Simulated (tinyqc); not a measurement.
FCI on RHF in the 6-31g basis, for H2, spin multiplicity 1, step by step. Computed by tinyqc, a small Python program that keeps every step (integrals from PySCF). Settings: charge = 0, multiplicity = 1, basis = 6-31g, method = RHF, energy threshold = 1e-10, iteration cap = 59, orthogonalisation = symmetric, start = atomic densities, DIIS depth = 6, ci = FCI, davidson = 1. Command: `OMP_NUM_THREADS=1 python tinyqc.py 28273 28274 out.jsonl` (the two numbers bound the seeds that draw the settings). One thread of a shared host (Intel(R) Xeon(R) Processor @ 2.60GHz), about 0.07 s of CPU time with the checks. The early iterations of the SCF are left out here.

## One-electron integrals

Geometry (angstrom):
```
atom         x         y         z
H     0.000000  0.000000  0.000000
H     0.000000  0.000000  0.891000
```

Basis 6-31g: exponents (1/bohr^2) and contraction coefficients of normalised primitives:
```
element  l (shell)   exponent  coefficient
H            s (1)  18.731137     0.033495
H            s (1)   2.825394     0.234727
H            s (1)   0.640122     0.813757
H            s (2)   0.161278     1.000000
```

Overlap, kinetic and nuclear-attraction integrals over the contracted functions; the nuclear repulsion is the sum of Za Zb / Rab.

nuclear repulsion = 0.59391382 hartree

overlap S, order 1H 1s, 1H 2s, 2H 1s, 2H 2s:
```
[[1.000000, 0.658292, 0.329769, 0.453510],
 [0.658292, 1.000000, 0.453510, 0.795638],
 [0.329769, 0.453510, 1.000000, 0.658292],
 [0.453510, 0.795638, 0.658292, 1.000000]]
```

kinetic energy T (hartree), order 1H 1s, 1H 2s, 2H 1s, 2H 2s:
```
[[1.395678, 0.259735, 0.094690, 0.134208],
 [0.259735, 0.241917, 0.134208, 0.163143],
 [0.094690, 0.134208, 1.395678, 0.259735],
 [0.134208, 0.163143, 0.259735, 0.241917]]
```

nuclear attraction V (hartree), order 1H 1s, 1H 2s, 2H 1s, 2H 2s:
```
[[-2.244369, -1.121814, -0.691007, -0.800063],
 [-1.121814, -1.130083, -0.800063, -0.947113],
 [-0.691007, -0.800063, -2.244369, -1.121814],
 [-0.800063, -0.947113, -1.121814, -1.130083]]
```

core Hamiltonian H = T + V (hartree), order 1H 1s, 1H 2s, 2H 1s, 2H 2s:
```
[[-0.848690, -0.862079, -0.596318, -0.665855],
 [-0.862079, -0.888166, -0.665855, -0.783970],
 [-0.596318, -0.665855, -0.848690, -0.862079],
 [-0.665855, -0.783970, -0.862079, -0.888166]]
```

## Two-electron integrals

Functions are numbered as in S; the eight-fold symmetry (ij|kl) = (ji|kl) = (kl|ij) leaves the list below.

Two-electron integrals (ij|kl) in chemists' order, unique and non-zero (hartree):
```
(11|11) 1.076566   (21|11) 0.578470   (21|21) 0.329423   (22|11) 0.587396
(22|21) 0.361304   (22|22) 0.453150   (31|11) 0.279221   (31|21) 0.161083
(31|22) 0.179377   (31|31) 0.102744   (32|11) 0.282333   (32|21) 0.173851
(32|22) 0.215840   (32|31) 0.118326   (32|32) 0.155273   (33|11) 0.573872
(33|21) 0.362401   (33|22) 0.465878   (33|31) 0.279221   (33|32) 0.390073
(33|33) 1.076566   (41|11) 0.390073   (41|21) 0.223237   (41|22) 0.246764
(41|31) 0.118326   (41|32) 0.130977   (41|33) 0.282333   (41|41) 0.155273
(42|11) 0.438988   (42|21) 0.272111   (42|22) 0.347265   (42|31) 0.151473
(42|32) 0.193322   (42|33) 0.438988   (42|41) 0.193322   (42|42) 0.286862
(43|11) 0.362401   (43|21) 0.227690   (43|22) 0.294296   (43|31) 0.161083
(43|32) 0.223237   (43|33) 0.578470   (43|41) 0.173851   (43|42) 0.272111
(43|43) 0.329423   (44|11) 0.465878   (44|21) 0.294296   (44|22) 0.392614
(44|31) 0.179377   (44|32) 0.246764   (44|33) 0.587396   (44|41) 0.215840
(44|42) 0.347265   (44|43) 0.361304   (44|44) 0.453150
```

## Orthogonalisation

S = U s U^T; symmetric (Loewdin) form X = U s^(-1/2) U^T, so that X^T S X = 1.

eigenvalues of S: [0.127145, 0.426762, 0.747448, 2.698645]

X, order 1H 1s, 1H 2s, 2H 1s, 2H 2s:
```
[[1.263037, -0.497603, -0.098756, 0.046386],
 [-0.497603, 1.787278, 0.046386, -0.812066],
 [-0.098756, 0.046386, 1.263037, -0.497603],
 [0.046386, -0.812066, -0.497603, 1.787278]]
```

## Iteration 5 (converged): orbitals

converged F (hartree), order 1H 1s, 1H 2s, 2H 1s, 2H 2s:
```
[[0.044892, -0.459445, -0.474791, -0.458078],
 [-0.459445, -0.326199, -0.458078, -0.371029],
 [-0.474791, -0.458078, 0.044892, -0.459445],
 [-0.458078, -0.371029, -0.459445, -0.326199]]
```

Diagonalise F' = X^T F X, C = X C', fill 1 alpha and 1 beta electrons from the bottom; D = 2 C_occ C_occ^T. Each column has its largest component positive (the first on a tie).

F' = X^T F X (hartree):
```
[[0.609179, -0.574773, -0.369853, -0.121159],
 [-0.574773, 0.258704, -0.121159, -0.201841],
 [-0.369853, -0.121159, 0.609179, -0.574773],
 [-0.121159, -0.201841, -0.574773, 0.258704]]
```

orbital energies (hartree): [-0.553793, 0.197321, 0.849981, 1.242257]

coefficients C, order 1H 1s, 1H 2s, 2H 1s, 2H 2s:
```
[[0.303168, 0.150596, 0.829255, -1.025925],
 [0.307892, 1.396683, -0.694637, 1.255202],
 [0.303168, -0.150596, 0.829255, 1.025925],
 [0.307892, -1.396683, -0.694637, -1.255202]]
```

D after iteration 5, order 1H 1s, 1H 2s, 2H 1s, 2H 2s:
```
[[0.183822, 0.186686, 0.183822, 0.186686],
 [0.186686, 0.189595, 0.186686, 0.189595],
 [0.183822, 0.186686, 0.183822, 0.186686],
 [0.186686, 0.189595, 0.186686, 0.189595]]
```

## Convergence

Stop when the energy changes by less than 1e-10 hartree and every element of the error matrix X^T (F D S - S D F) X is below 3e-06.

Course of the cycle:
```
iteration  E (hartree)     change  largest element of the error matrix
1          -0.77758241          -                             8.66e-02
2          -1.11259565  -3.35e-01                             1.59e-02
3          -1.11300768  -4.12e-04                             2.61e-03
4          -1.11301908  -1.14e-05                             1.06e-06
5          -1.11301908  -1.57e-12                             4.29e-07
```

PySCF RHF in the same basis = -1.11301908 hartree

Converged in 5 iterations.

## Integrals over molecular orbitals

(pq|rs) = sum C_ip C_jq C_kr C_ls (ij|kl), one index at a time.

one-electron integrals over orbitals h = C^T H C (hartree):
```
[[-1.153140, 0.000000, -0.147997, 0.000000],
 [0.000000, -0.583055, 0.000000, 0.200799],
 [-0.147997, 0.000000, -0.080490, 0.000000],
 [0.000000, 0.200799, 0.000000, 0.151162]]
```

Two-electron integrals over orbitals (pq|rs), unique and non-zero (hartree):
```
(11|11) 0.599347    (21|21) 0.096062    (22|11) 0.438219    (22|22) 0.394145
(31|11) 0.147997    (31|22) 0.060658    (31|31) 0.100891    (32|21) -0.004236
(32|32) 0.034593    (33|11) 0.515681    (33|22) 0.392458    (33|31) 0.119440
(33|33) 0.468243    (41|21) -0.081080   (41|32) -0.037784   (41|41) 0.121809
(42|11) -0.140940   (42|22) -0.064792   (42|31) -0.078829   (42|33) -0.110296
(42|42) 0.076777    (43|21) -0.104406   (43|32) -0.020457   (43|41) 0.125880
(43|43) 0.154047    (44|11) 0.606452    (44|22) 0.446654    (44|31) 0.183966
(44|33) 0.540464    (44|42) -0.166406   (44|44) 0.675018
```

## FCI: determinants and Hamiltonian

Hartree-Fock energy = -1.11301908 hartree

Slater-Condon rules over spin orbitals, with the nuclear repulsion added and E(HF) subtracted on the diagonal. Only determinants linked to the reference directly or through others are kept (one block of an abelian symmetry group), so some states are absent.

Occupation strings over the orbitals (2 doubly, a alpha, b beta, 0 empty; spin orbitals ordered 1a 1b 2a 2b ...): 2000 a0b0 b0a0 0200 0a0b 0020 0b0a 0002

H - E(HF) between determinants (hartree), order 2000, a0b0, b0a0, 0200, 0a0b, 0020, 0b0a, 0002:
```
[[0.000000, 0.000000, 0.000000, 0.096062, -0.081080, 0.100891, 0.081080, 0.121809],
 [0.000000, 0.988984, -0.100891, -0.004236, -0.104406, -0.028557, 0.037784, 0.125880],
 [0.000000, -0.100891, 0.988984, 0.004236, 0.037784, 0.028557, -0.104406, -0.125880],
 [0.096062, -0.004236, 0.004236, 0.934968, 0.136006, 0.034593, -0.136006, 0.076777],
 [-0.081080, -0.104406, 0.037784, 0.136006, 1.721693, -0.020457, -0.076777, 0.034393],
 [0.100891, -0.028557, 0.028557, 0.034593, -0.020457, 2.014196, 0.020457, 0.154047],
 [0.081080, 0.037784, -0.104406, -0.136006, -0.076777, 0.020457, 1.721693, -0.034393],
 [0.121809, 0.125880, -0.125880, 0.076777, 0.034393, 0.154047, -0.034393, 2.684274]]
```

## FCI: roots

Diagonalise (each vector has its largest component positive (the first on a tie)); all determinants have Ms = 0, so triplets appear too. The lowest singlet root is the correlation energy.

lowest roots of this matrix, relative to E(HF) (hartree): [-0.028665, 0.882274, 0.901986, 1.041687, 1.650735, 1.864557, 1.995360, 2.746859]

lowest vectors, order 2000, a0b0, b0a0, 0200, 0a0b, 0020, 0b0a, 0002:
```
[[0.989367, 0.000000, 0.119965, -0.011943],
 [0.009882, 0.704424, -0.077437, 0.684576],
 [-0.009882, 0.704424, 0.077437, -0.684576],
 [-0.108709, 0.000000, 0.962887, 0.144080],
 [0.053064, 0.061536, -0.147452, 0.108570],
 [-0.042576, 0.000000, -0.046207, 0.060044],
 [-0.053064, 0.061536, 0.147452, -0.108570],
 [-0.041190, 0.000000, -0.029055, -0.120952]]
```

<S^2> of these roots: [0.000000, 2.000000, 0.000000, 0.000000, 2.000000, 0.000000, 0.000000, 0.000000]

weight of the ground state by excitation level 0, 1, 2, ...: [0.978846, 0.000195, 0.020958]

## The lowest root by the Davidson method

Start from the reference; add the residual divided by (theta - H_ii), orthogonalised, at each step.

Davidson iterations:
```
iteration  subspace  lowest Ritz value (hartree)  residual norm
1                 1                            0       2.18e-01
2                 2                  -0.02815739       2.83e-02
3                 3                  -0.02866141       2.74e-03
4                 4                  -0.02866520       2.18e-04
5                 5                  -0.02866522       2.65e-05
6                 6                  -0.02866522       1.24e-16
```
